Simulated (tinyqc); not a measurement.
Thermal displacements in the Debye model: Debye-Waller factors, bond-length spread and the Lindemann rule. Changing the Debye temperature Theta. Computed by tinyqc, a small Python program. Command: `OMP_NUM_THREADS=1 python tinyqc.py 3000963 3000964 out.jsonl debyewaller sweep`. One thread of a shared host (Intel(R) Xeon(R) Processor @ 2.30GHz), about 0.01 s of CPU time with the checks.

A Debye spectrum with three branches of one velocity, cut at k_B Theta; 4 atoms per cube, nearest neighbours at d = 0.707107 a.

Inputs (values chosen for the exercise, modelled on nickel):
```
quantity,value,unit
atomic mass M,58.69,u
lattice constant a,3.524,angstrom
temperature T,150,K
Lindemann ratio x_L,0.12,-
gamma-ray energy E,67.4,keV
photoelectron wave number k,4.1,1/angstrom
```

Structure: fcc.

Constants: hbar^2/u = 4.18015928e-03 eV angstrom^2; k_B = 8.617333262e-05 eV/K; e = 1.602176634e-19 C; u = 1.6605390666e-27 kg; c = 299792458 m/s; hbar = 6.582119569e-16 eV s.

Method:
- <u_x^2> = (3 hbar^2/(2 M k_B Theta)) int_0^1 s coth(s Theta/(2T)) ds (64 Gauss-Legendre points); it tends to 3 hbar^2/(4 M k_B Theta) at T = 0 and to 3 hbar^2 T/(M k_B Theta^2) at high T.
- B = 8 pi^2 <u_x^2>.
- A nucleus of this mass is supposed to emit a gamma ray of the energy chosen: recoil energy E_R = E^2/(2 M c^2), wave number k_g = E/(hbar c), recoil-free fraction f = exp(-k_g^2 <u_x^2>).
- Correlated Debye model: sigma^2 = (3 hbar^2/(M k_B Theta)) int_0^1 s coth(s Theta/(2T)) [1 - sin(s q_D R)/(s q_D R)] ds for two atoms at distance R, q_D = (6 pi^2 n)^(1/3), n atoms per volume; uncorrelated motion would give 2 <u_x^2>.
- An EXAFS amplitude is damped by exp(-2 k^2 sigma^2).
- Melting is placed where sqrt(3 <u_x^2>) = x_L d; the classical form gives T_m = M k_B Theta^2 (x_L d)^2/(9 hbar^2).

One run for each value:
```
Debye temperature Theta (K),B factor (angstrom^2),Lindemann T_m (K),recoil-free fraction f,sigma^2 of the nearest bond (angstrom^2)
258,0.47642,797.8,0.00088,0.0077546
294,0.37470,1036.7,0.00394,0.0061647
335,0.29627,1346.6,0.01256,0.0049371
382,0.23538,1751.7,0.03087,0.0039822
436,0.18806,2282.6,0.06212,0.0032374
496,0.15227,2954.8,0.10540,0.0026714
566,0.12374,3848.4,0.16066,0.0022169
645,0.10170,4998.3,0.22253,0.0018620
```

Over the rows, B factor (angstrom^2) falls from 0.476 to 0.102 (exponent d ln y / d ln x -1.8 between the first rows and -1.5 between the last); Lindemann T_m (K) rises from 798 to 5000 (exponent d ln y / d ln x about 2.0 throughout); recoil-free fraction f rises from 8.77e-4 to 0.223 (exponent d ln y / d ln x 12 between the first rows and 2.5 between the last). The exponent of Lindemann T_m stays at 2: T_m goes as Theta^2. Theta measures the stiffness, M Theta^2 ~ spring constant: stiffer crystals vibrate less and, by the Lindemann rule, melt higher.
